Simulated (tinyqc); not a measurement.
Worked calculation (part 2 of 3): UHF in the sto-6g basis, for BeH+, spin multiplicity 1. Computed by tinyqc, a small Python program that keeps every step (integrals from PySCF). Command: `OMP_NUM_THREADS=1 python tinyqc.py 23587 23588 out.jsonl` (the two numbers bound the seeds that draw the settings). One thread of a shared host (Intel(R) Xeon(R) Processor @ 2.60GHz), about 0.1 s of CPU time with the checks.

Geometry (angstrom):
```
atom         x         y         z
Be    0.000000  0.000000  0.000000
H     0.000000  0.000000  1.202000
```

## Iteration 2: diagonalisation and new density

extrapolated F(alpha) (hartree), order 1Be 1s, 1Be 2s, 1Be 2px, 1Be 2py, 1Be 2pz, 2H 1s:
$$\begin{pmatrix}
-5.108541 & -1.376793 & 0.000004 & -0.000002 & 0.011516 & -0.528915 \\
-1.376793 & -0.828505 & -0.088430 & 0.036270 & -0.160366 & -0.623730 \\
0.000004 & -0.088430 & -0.173751 & 0.008932 & -0.070204 & -0.101986 \\
-0.000002 & 0.036270 & 0.008932 & -0.155637 & 0.028794 & 0.041830 \\
0.011516 & -0.160366 & -0.070204 & 0.028794 & -0.376020 & -0.495069 \\
-0.528915 & -0.623730 & -0.101986 & 0.041830 & -0.495069 & -0.650437
\end{pmatrix}$$

extrapolated F(beta) (hartree), order 1Be 1s, 1Be 2s, 1Be 2px, 1Be 2py, 1Be 2pz, 2H 1s:
$$\begin{pmatrix}
-5.108541 & -1.376793 & -0.000004 & 0.000002 & 0.011516 & -0.528915 \\
-1.376793 & -0.828505 & 0.088430 & -0.036270 & -0.160366 & -0.623730 \\
-0.000004 & 0.088430 & -0.173751 & 0.008932 & 0.070204 & 0.101986 \\
0.000002 & -0.036270 & 0.008932 & -0.155637 & -0.028794 & -0.041830 \\
0.011516 & -0.160366 & 0.070204 & -0.028794 & -0.376020 & -0.495069 \\
-0.528915 & -0.623730 & 0.101986 & -0.041830 & -0.495069 & -0.650437
\end{pmatrix}$$

X, order 1Be 1s, 1Be 2s, 1Be 2px, 1Be 2py, 1Be 2pz, 2H 1s:
$$\begin{pmatrix}
0.157690 & 0.815855 & 0.000000 & 0.000000 & 0.591351 & 0.180067 \\
-1.026577 & -0.589120 & 0.000000 & 0.000000 & 0.432608 & 0.379011 \\
0.000000 & 0.000000 & 0.625775 & 0.780004 & 0.000000 & 0.000000 \\
0.000000 & 0.000000 & 0.780004 & -0.625775 & 0.000000 & 0.000000 \\
-1.054175 & 0.463957 & 0.000000 & 0.000000 & -0.547902 & 0.348843 \\
1.443025 & -0.169323 & 0.000000 & 0.000000 & -0.157121 & 0.504795
\end{pmatrix}$$

Diagonalise F' = X^T F X, C = X C', fill 2 alpha and 2 beta electrons from the bottom; D(s) = C_occ C_occ^T. Each column has its largest component positive (the first on a tie).

F' = X^T F X (alpha) (hartree):
$$\begin{pmatrix}
0.435835 & -0.173270 & 0.005389 & 0.018266 & -0.080290 & -0.049260 \\
-0.173270 & -2.268138 & 0.011254 & 0.038146 & -2.168569 & -0.904330 \\
0.005389 & 0.011254 & -0.154011 & -0.006905 & 0.004966 & -0.033487 \\
0.018266 & 0.038146 & -0.006905 & -0.175378 & 0.016831 & -0.113502 \\
-0.080290 & -2.168569 & 0.004966 & 0.016831 & -2.608455 & -1.039773 \\
-0.049260 & -0.904330 & -0.033487 & -0.113502 & -1.039773 & -1.234217
\end{pmatrix}$$

orbital energies (alpha) (hartree): MO1 -5.109870, MO2 -0.774139, MO3 -0.267676, MO4 -0.151974, MO5 -0.150577, MO6 0.449872

coefficients C (alpha), order 1Be 1s, 1Be 2s, 1Be 2px, 1Be 2py, 1Be 2pz, 2H 1s:
$$\begin{pmatrix}
0.995427 & -0.176876 & -0.193554 & 0.000000 & 0.048025 & 0.103316 \\
0.017449 & 0.455642 & 0.781973 & 0.000000 & -0.125928 & -0.946819 \\
0.000284 & 0.191481 & 0.063569 & 0.379473 & 0.902601 & 0.024607 \\
-0.000116 & -0.078536 & -0.026073 & 0.925203 & -0.370202 & -0.010093 \\
-0.001747 & 0.307920 & -0.632825 & 0.000000 & 0.009764 & -1.119396 \\
-0.000157 & 0.513313 & -0.186165 & 0.000000 & -0.135047 & 1.440177
\end{pmatrix}$$

F' = X^T F X (beta) (hartree):
$$\begin{pmatrix}
0.435835 & -0.173270 & -0.005389 & -0.018266 & -0.080290 & -0.049260 \\
-0.173270 & -2.268138 & -0.011254 & -0.038146 & -2.168569 & -0.904330 \\
-0.005389 & -0.011254 & -0.154011 & -0.006905 & -0.004966 & 0.033487 \\
-0.018266 & -0.038146 & -0.006905 & -0.175378 & -0.016831 & 0.113502 \\
-0.080290 & -2.168569 & -0.004966 & -0.016831 & -2.608455 & -1.039773 \\
-0.049260 & -0.904330 & 0.033487 & 0.113502 & -1.039773 & -1.234217
\end{pmatrix}$$

orbital energies (beta) (hartree): MO1 -5.109870, MO2 -0.774139, MO3 -0.267676, MO4 -0.151974, MO5 -0.150577, MO6 0.449872

coefficients C (beta), order 1Be 1s, 1Be 2s, 1Be 2px, 1Be 2py, 1Be 2pz, 2H 1s:
$$\begin{pmatrix}
0.995427 & -0.176876 & -0.193554 & 0.000000 & -0.048025 & 0.103316 \\
0.017449 & 0.455642 & 0.781973 & 0.000000 & 0.125928 & -0.946819 \\
-0.000284 & -0.191481 & -0.063569 & 0.379473 & 0.902601 & -0.024607 \\
0.000116 & 0.078536 & 0.026073 & 0.925203 & -0.370202 & 0.010093 \\
-0.001747 & 0.307920 & -0.632825 & 0.000000 & -0.009764 & -1.119396 \\
-0.000157 & 0.513313 & -0.186165 & 0.000000 & 0.135047 & 1.440177
\end{pmatrix}$$

D(alpha) after iteration 2, order 1Be 1s, 1Be 2s, 1Be 2px, 1Be 2py, 1Be 2pz, 2H 1s:
$$\begin{pmatrix}
1.022161 & -0.063223 & -0.033586 & 0.013775 & -0.056203 & -0.090950 \\
-0.063223 & 0.207914 & 0.087252 & -0.035786 & 0.140271 & 0.233884 \\
-0.033586 & 0.087252 & 0.036665 & -0.015038 & 0.058960 & 0.098290 \\
0.013775 & -0.035786 & -0.015038 & 0.006168 & -0.024183 & -0.040314 \\
-0.056203 & 0.140271 & 0.058960 & -0.024183 & 0.094818 & 0.158059 \\
-0.090950 & 0.233884 & 0.098290 & -0.040314 & 0.158059 & 0.263490
\end{pmatrix}$$

D(beta) after iteration 2, order 1Be 1s, 1Be 2s, 1Be 2px, 1Be 2py, 1Be 2pz, 2H 1s:
$$\begin{pmatrix}
1.022161 & -0.063223 & 0.033586 & -0.013775 & -0.056203 & -0.090950 \\
-0.063223 & 0.207914 & -0.087252 & 0.035786 & 0.140271 & 0.233884 \\
0.033586 & -0.087252 & 0.036665 & -0.015038 & -0.058960 & -0.098290 \\
-0.013775 & 0.035786 & -0.015038 & 0.006168 & 0.024183 & 0.040314 \\
-0.056203 & 0.140271 & -0.058960 & 0.024183 & 0.094818 & 0.158059 \\
-0.090950 & 0.233884 & -0.098290 & 0.040314 & 0.158059 & 0.263490
\end{pmatrix}$$

## Iteration 3: building the Fock matrix

core Hamiltonian H = T + V (hartree), order 1Be 1s, 1Be 2s, 1Be 2px, 1Be 2py, 1Be 2pz, 2H 1s:
$$\begin{pmatrix}
-8.386285 & -1.970238 & 0.000000 & 0.000000 & -0.023496 & -0.769006 \\
-1.970238 & -2.478303 & 0.000000 & 0.000000 & -0.164831 & -1.387788 \\
0.000000 & 0.000000 & -1.993266 & 0.000000 & 0.000000 & 0.000000 \\
0.000000 & 0.000000 & 0.000000 & -1.993266 & 0.000000 & 0.000000 \\
-0.023496 & -0.164831 & 0.000000 & 0.000000 & -2.124612 & -1.361894 \\
-0.769006 & -1.387788 & 0.000000 & 0.000000 & -1.361894 & -2.207981
\end{pmatrix}$$

Two-electron integrals (ij|kl) in chemists' order, unique and non-zero (hartree):
```
(11|11) 2.299996   (21|11) 0.361879   (21|21) 0.071926   (22|11) 0.570332
(22|21) 0.139654   (22|22) 0.417773   (31|31) 0.015252   (32|31) 0.022555
(32|32) 0.092340   (33|11) 0.570332   (33|21) 0.139654   (33|22) 0.417773
(33|33) 0.450117   (41|41) 0.015252   (42|41) 0.022555   (42|42) 0.092340
(43|43) 0.024258   (44|11) 0.570332   (44|21) 0.139654   (44|22) 0.417773
(44|33) 0.401601   (44|44) 0.450117   (51|51) 0.015252   (52|51) 0.022555
(52|52) 0.092340   (53|53) 0.024258   (54|54) 0.024258   (55|11) 0.570332
(55|21) 0.139654   (55|22) 0.417773   (55|33) 0.401601   (55|44) 0.401601
(55|55) 0.450117   (61|11) 0.144535   (61|21) 0.027782   (61|22) 0.053319
(61|33) 0.052889   (61|44) 0.052889   (61|51) 0.002724   (61|52) 0.005135
(61|55) 0.054179   (61|61) 0.011342   (62|11) 0.269169   (62|21) 0.066496
(62|22) 0.208218   (62|33) 0.201309   (62|44) 0.201309   (62|51) 0.009279
(62|52) 0.049087   (62|55) 0.222034   (62|61) 0.027977   (62|62) 0.140985
(63|31) 0.007330   (63|32) 0.030922   (63|53) 0.009149   (63|63) 0.015211
(64|41) 0.007330   (64|42) 0.030922   (64|54) 0.009149   (64|64) 0.015211
(65|11) 0.264781   (65|21) 0.066404   (65|22) 0.217746   (65|33) 0.205142
(65|44) 0.205142   (65|51) 0.015358   (65|52) 0.077551   (65|55) 0.242952
(65|61) 0.029664   (65|62) 0.169473   (65|65) 0.213962   (66|11) 0.433111
(66|21) 0.109255   (66|22) 0.374686   (66|33) 0.348205   (66|44) 0.348205
(66|51) 0.020318   (66|52) 0.128580   (66|55) 0.427645   (66|61) 0.048107
(66|62) 0.306834   (66|65) 0.395354   (66|66) 0.774999
```

nuclear repulsion = 1.76098905 hartree

J_ij = sum D_kl (ij|kl) with D = D(alpha) + D(beta), K_ij = sum D_kl (ik|jl) for each spin; F = H + J - K(s); E = tr D H + tr D J / 2 - 0.5 sum_s tr D(s) K(s) + E_nn.

Coulomb J (hartree), order 1Be 1s, 1Be 2s, 1Be 2px, 1Be 2py, 1Be 2pz, 2H 1s:
$$\begin{pmatrix}
5.599467 & 0.969788 & 0.000000 & 0.000000 & 0.037334 & 0.393849 \\
0.969788 & 1.929876 & 0.000000 & 0.000000 & 0.207583 & 1.095402 \\
0.000000 & 0.000000 & 1.900753 & -0.001459 & 0.000000 & 0.000000 \\
0.000000 & 0.000000 & -0.001459 & 1.897794 & 0.000000 & 0.000000 \\
0.037334 & 0.207583 & 0.000000 & 0.000000 & 1.991083 & 1.210129 \\
0.393849 & 1.095402 & 0.000000 & 0.000000 & 1.210129 & 2.120016
\end{pmatrix}$$

exchange K(alpha) (hartree), order 1Be 1s, 1Be 2s, 1Be 2px, 1Be 2py, 1Be 2pz, 2H 1s:
$$\begin{pmatrix}
2.312815 & 0.372099 & 0.000405 & -0.000166 & 0.001051 & 0.152391 \\
0.372099 & 0.293401 & 0.061886 & -0.025383 & 0.209968 & 0.342284 \\
0.000405 & 0.061886 & 0.070921 & -0.006404 & 0.046171 & 0.066595 \\
-0.000166 & -0.025383 & -0.006404 & 0.057933 & -0.018937 & -0.027314 \\
0.001051 & 0.209968 & 0.046171 & -0.018937 & 0.242315 & 0.344369 \\
0.152391 & 0.342284 & 0.066595 & -0.027314 & 0.344369 & 0.566477
\end{pmatrix}$$

exchange K(beta) (hartree), order 1Be 1s, 1Be 2s, 1Be 2px, 1Be 2py, 1Be 2pz, 2H 1s:
$$\begin{pmatrix}
2.312815 & 0.372099 & -0.000405 & 0.000166 & 0.001051 & 0.152391 \\
0.372099 & 0.293401 & -0.061886 & 0.025383 & 0.209968 & 0.342284 \\
-0.000405 & -0.061886 & 0.070921 & -0.006404 & -0.046171 & -0.066595 \\
0.000166 & 0.025383 & -0.006404 & 0.057933 & 0.018937 & 0.027314 \\
0.001051 & 0.209968 & -0.046171 & 0.018937 & 0.242315 & 0.344369 \\
0.152391 & 0.342284 & -0.066595 & 0.027314 & 0.344369 & 0.566477
\end{pmatrix}$$

F(alpha) (hartree), order 1Be 1s, 1Be 2s, 1Be 2px, 1Be 2py, 1Be 2pz, 2H 1s:
$$\begin{pmatrix}
-5.099633 & -1.372550 & -0.000405 & 0.000166 & 0.012787 & -0.527548 \\
-1.372550 & -0.841828 & -0.061886 & 0.025383 & -0.167216 & -0.634670 \\
-0.000405 & -0.061886 & -0.163434 & 0.004945 & -0.046171 & -0.066595 \\
0.000166 & 0.025383 & 0.004945 & -0.153406 & 0.018937 & 0.027314 \\
0.012787 & -0.167216 & -0.046171 & 0.018937 & -0.375844 & -0.496134 \\
-0.527548 & -0.634670 & -0.066595 & 0.027314 & -0.496134 & -0.654442
\end{pmatrix}$$

F(beta) (hartree), order 1Be 1s, 1Be 2s, 1Be 2px, 1Be 2py, 1Be 2pz, 2H 1s:
$$\begin{pmatrix}
-5.099633 & -1.372550 & 0.000405 & -0.000166 & 0.012787 & -0.527548 \\
-1.372550 & -0.841828 & 0.061886 & -0.025383 & -0.167216 & -0.634670 \\
0.000405 & 0.061886 & -0.163434 & 0.004945 & 0.046171 & 0.066595 \\
-0.000166 & -0.025383 & 0.004945 & -0.153406 & -0.018937 & -0.027314 \\
0.012787 & -0.167216 & 0.046171 & -0.018937 & -0.375844 & -0.496134 \\
-0.527548 & -0.634670 & 0.066595 & -0.027314 & -0.496134 & -0.654442
\end{pmatrix}$$

total energy of this density = -14.79892102 hartree

## Iteration 3: DIIS over 3 matrices

error matrix X^T (FDS - SDF) X (alpha):
$$\begin{pmatrix}
0.000000 & -0.003695 & 0.000689 & 0.002334 & -0.003245 & 0.006306 \\
0.003695 & 0.000000 & 0.003874 & 0.013132 & -0.002635 & 0.004752 \\
-0.000689 & -0.003874 & 0.000000 & 0.000000 & -0.002003 & 0.011377 \\
-0.002334 & -0.013132 & 0.000000 & 0.000000 & -0.006788 & 0.038561 \\
0.003245 & 0.002635 & 0.002003 & 0.006788 & 0.000000 & -0.004706 \\
-0.006306 & -0.004752 & -0.011377 & -0.038561 & 0.004706 & 0.000000
\end{pmatrix}$$

B (overlaps of the stored error matrices):
$$\begin{pmatrix}
3.0837702e-01 & 6.5403335e-02 & 2.8547944e-02 \\
6.5403335e-02 & 2.9646997e-02 & 1.4982609e-02 \\
2.8547944e-02 & 1.4982609e-02 & 7.9017482e-03
\end{pmatrix}$$

Minimise |sum c_i e_i|^2 with sum c_i = 1: solve [B -1; -1 0][c; lambda] = [0; -1] with B_ij = tr e_i^T e_j summed over both spins, and take F = sum c_i F_i.

DIIS coefficients: [0.050286, -1.131149, 2.080863]

extrapolated F(alpha) (hartree), order 1Be 1s, 1Be 2s, 1Be 2px, 1Be 2py, 1Be 2pz, 2H 1s:
$$\begin{pmatrix}
-5.102396 & -1.371787 & 0.000096 & -0.000039 & 0.016494 & -0.526594 \\
-1.371787 & -0.864382 & -0.025682 & 0.010534 & -0.171816 & -0.651638 \\
0.000096 & -0.025682 & -0.145512 & -0.003893 & -0.013514 & -0.021978 \\
-0.000039 & 0.010534 & -0.003893 & -0.153407 & 0.005543 & 0.009014 \\
0.016494 & -0.171816 & -0.013514 & 0.005543 & -0.381381 & -0.498645 \\
-0.526594 & -0.651638 & -0.021978 & 0.009014 & -0.498645 & -0.657435
\end{pmatrix}$$

extrapolated F(beta) (hartree), order 1Be 1s, 1Be 2s, 1Be 2px, 1Be 2py, 1Be 2pz, 2H 1s:
$$\begin{pmatrix}
-5.102396 & -1.371787 & -0.000096 & 0.000039 & 0.016494 & -0.526594 \\
-1.371787 & -0.864382 & 0.025682 & -0.010534 & -0.171816 & -0.651638 \\
-0.000096 & 0.025682 & -0.145512 & -0.003893 & 0.013514 & 0.021978 \\
0.000039 & -0.010534 & -0.003893 & -0.153407 & -0.005543 & -0.009014 \\
0.016494 & -0.171816 & 0.013514 & -0.005543 & -0.381381 & -0.498645 \\
-0.526594 & -0.651638 & 0.021978 & -0.009014 & -0.498645 & -0.657435
\end{pmatrix}$$

## Iteration 3: diagonalisation and new density

As before.

F' = X^T F X (alpha) (hartree):
$$\begin{pmatrix}
0.444213 & -0.181565 & 0.002726 & 0.009238 & -0.090507 & -0.030786 \\
-0.181565 & -2.278285 & 0.003872 & 0.013124 & -2.163255 & -0.882147 \\
0.002726 & 0.003872 & -0.154115 & 0.003010 & -0.000060 & -0.007807 \\
0.009238 & 0.013124 & 0.003010 & -0.144803 & -0.000203 & -0.026461 \\
-0.090507 & -2.163255 & -0.000060 & -0.000203 & -2.607293 & -1.043344 \\
-0.030786 & -0.882147 & -0.007807 & -0.026461 & -1.043344 & -1.254843
\end{pmatrix}$$

orbital energies (alpha) (hartree): MO1 -5.103645, MO2 -0.779782, MO3 -0.273131, MO4 -0.155003, MO5 -0.142151, MO6 0.458586

coefficients C (alpha), order 1Be 1s, 1Be 2s, 1Be 2px, 1Be 2py, 1Be 2pz, 2H 1s:
$$\begin{pmatrix}
0.995640 & -0.187995 & -0.188624 & 0.000000 & 0.018252 & 0.100257 \\
0.016202 & 0.505389 & 0.763180 & 0.000000 & -0.054768 & -0.943714 \\
0.000060 & 0.044180 & 0.052046 & 0.379473 & 0.922600 & 0.012207 \\
-0.000025 & -0.018120 & -0.021347 & 0.925203 & -0.378405 & -0.005007 \\
-0.003386 & 0.305546 & -0.649528 & 0.000000 & 0.036695 & -1.109877 \\
0.000998 & 0.498945 & -0.187232 & 0.000000 & -0.032529 & 1.451012
\end{pmatrix}$$

F' = X^T F X (beta) (hartree):
$$\begin{pmatrix}
0.444213 & -0.181565 & -0.002726 & -0.009238 & -0.090507 & -0.030786 \\
-0.181565 & -2.278285 & -0.003872 & -0.013124 & -2.163255 & -0.882147 \\
-0.002726 & -0.003872 & -0.154115 & 0.003010 & 0.000060 & 0.007807 \\
-0.009238 & -0.013124 & 0.003010 & -0.144803 & 0.000203 & 0.026461 \\
-0.090507 & -2.163255 & 0.000060 & 0.000203 & -2.607293 & -1.043344 \\
-0.030786 & -0.882147 & 0.007807 & 0.026461 & -1.043344 & -1.254843
\end{pmatrix}$$

orbital energies (beta) (hartree): MO1 -5.103645, MO2 -0.779782, MO3 -0.273131, MO4 -0.155003, MO5 -0.142151, MO6 0.458586

coefficients C (beta), order 1Be 1s, 1Be 2s, 1Be 2px, 1Be 2py, 1Be 2pz, 2H 1s:
$$\begin{pmatrix}
0.995640 & -0.187995 & -0.188624 & 0.000000 & -0.018252 & 0.100257 \\
0.016202 & 0.505389 & 0.763180 & 0.000000 & 0.054768 & -0.943714 \\
-0.000060 & -0.044180 & -0.052046 & 0.379473 & 0.922600 & -0.012207 \\
0.000025 & 0.018120 & 0.021347 & 0.925203 & -0.378405 & 0.005007 \\
-0.003386 & 0.305546 & -0.649528 & 0.000000 & -0.036695 & -1.109877 \\
0.000998 & 0.498945 & -0.187232 & 0.000000 & 0.032529 & 1.451012
\end{pmatrix}$$

D(alpha) after iteration 3, order 1Be 1s, 1Be 2s, 1Be 2px, 1Be 2py, 1Be 2pz, 2H 1s:
$$\begin{pmatrix}
1.026641 & -0.078879 & -0.008246 & 0.003382 & -0.060812 & -0.092806 \\
-0.078879 & 0.255680 & 0.022329 & -0.009158 & 0.154364 & 0.252177 \\
-0.008246 & 0.022329 & 0.001952 & -0.000801 & 0.013499 & 0.022043 \\
0.003382 & -0.009158 & -0.000801 & 0.000328 & -0.005537 & -0.009041 \\
-0.060812 & 0.154364 & 0.013499 & -0.005537 & 0.093370 & 0.152447 \\
-0.092806 & 0.252177 & 0.022043 & -0.009041 & 0.152447 & 0.248947
\end{pmatrix}$$

D(beta) after iteration 3, order 1Be 1s, 1Be 2s, 1Be 2px, 1Be 2py, 1Be 2pz, 2H 1s:
$$\begin{pmatrix}
1.026641 & -0.078879 & 0.008246 & -0.003382 & -0.060812 & -0.092806 \\
-0.078879 & 0.255680 & -0.022329 & 0.009158 & 0.154364 & 0.252177 \\
0.008246 & -0.022329 & 0.001952 & -0.000801 & -0.013499 & -0.022043 \\
-0.003382 & 0.009158 & -0.000801 & 0.000328 & 0.005537 & 0.009041 \\
-0.060812 & 0.154364 & -0.013499 & 0.005537 & 0.093370 & 0.152447 \\
-0.092806 & 0.252177 & -0.022043 & 0.009041 & 0.152447 & 0.248947
\end{pmatrix}$$

## Iteration 4: building the Fock matrix

As before.

Coulomb J (hartree), order 1Be 1s, 1Be 2s, 1Be 2px, 1Be 2py, 1Be 2pz, 2H 1s:
$$\begin{pmatrix}
5.604072 & 0.970127 & 0.000000 & 0.000000 & 0.038047 & 0.394189 \\
0.970127 & 1.930112 & 0.000000 & 0.000000 & 0.210446 & 1.096546 \\
0.000000 & 0.000000 & 1.899530 & -0.000078 & 0.000000 & 0.000000 \\
0.000000 & 0.000000 & -0.000078 & 1.899372 & 0.000000 & 0.000000 \\
0.038047 & 0.210446 & 0.000000 & 0.000000 & 1.991435 & 1.211770 \\
0.394189 & 1.096546 & 0.000000 & 0.000000 & 1.211770 & 2.120921
\end{pmatrix}$$

exchange K(alpha) (hartree), order 1Be 1s, 1Be 2s, 1Be 2px, 1Be 2py, 1Be 2pz, 2H 1s:
$$\begin{pmatrix}
2.314868 & 0.370542 & 0.000121 & -0.000049 & 0.000628 & 0.151785 \\
0.370542 & 0.310197 & 0.015172 & -0.006223 & 0.217005 & 0.355586 \\
0.000121 & 0.015172 & 0.059672 & -0.000341 & 0.010472 & 0.015593 \\
-0.000049 & -0.006223 & -0.000341 & 0.058981 & -0.004295 & -0.006395 \\
0.000628 & 0.217005 & 0.010472 & -0.004295 & 0.241394 & 0.345688 \\
0.151785 & 0.355586 & 0.015593 & -0.006395 & 0.345688 & 0.571302
\end{pmatrix}$$

exchange K(beta) (hartree), order 1Be 1s, 1Be 2s, 1Be 2px, 1Be 2py, 1Be 2pz, 2H 1s:
$$\begin{pmatrix}
2.314868 & 0.370542 & -0.000121 & 0.000049 & 0.000628 & 0.151785 \\
0.370542 & 0.310197 & -0.015172 & 0.006223 & 0.217005 & 0.355586 \\
-0.000121 & -0.015172 & 0.059672 & -0.000341 & -0.010472 & -0.015593 \\
0.000049 & 0.006223 & -0.000341 & 0.058981 & 0.004295 & 0.006395 \\
0.000628 & 0.217005 & -0.010472 & 0.004295 & 0.241394 & 0.345688 \\
0.151785 & 0.355586 & -0.015593 & 0.006395 & 0.345688 & 0.571302
\end{pmatrix}$$

F(alpha) (hartree), order 1Be 1s, 1Be 2s, 1Be 2px, 1Be 2py, 1Be 2pz, 2H 1s:
$$\begin{pmatrix}
-5.097081 & -1.370653 & -0.000121 & 0.000049 & 0.013923 & -0.526603 \\
-1.370653 & -0.858389 & -0.015172 & 0.006223 & -0.171389 & -0.646828 \\
-0.000121 & -0.015172 & -0.153409 & 0.000263 & -0.010472 & -0.015593 \\
0.000049 & 0.006223 & 0.000263 & -0.152875 & 0.004295 & 0.006395 \\
0.013923 & -0.171389 & -0.010472 & 0.004295 & -0.374571 & -0.495812 \\
-0.526603 & -0.646828 & -0.015593 & 0.006395 & -0.495812 & -0.658361
\end{pmatrix}$$

F(beta) (hartree), order 1Be 1s, 1Be 2s, 1Be 2px, 1Be 2py, 1Be 2pz, 2H 1s:
$$\begin{pmatrix}
-5.097081 & -1.370653 & 0.000121 & -0.000049 & 0.013923 & -0.526603 \\
-1.370653 & -0.858389 & 0.015172 & -0.006223 & -0.171389 & -0.646828 \\
0.000121 & 0.015172 & -0.153409 & 0.000263 & 0.010472 & 0.015593 \\
-0.000049 & -0.006223 & 0.000263 & -0.152875 & -0.004295 & -0.006395 \\
0.013923 & -0.171389 & 0.010472 & -0.004295 & -0.374571 & -0.495812 \\
-0.526603 & -0.646828 & 0.015593 & -0.006395 & -0.495812 & -0.658361
\end{pmatrix}$$

total energy of this density = -14.81612263 hartree
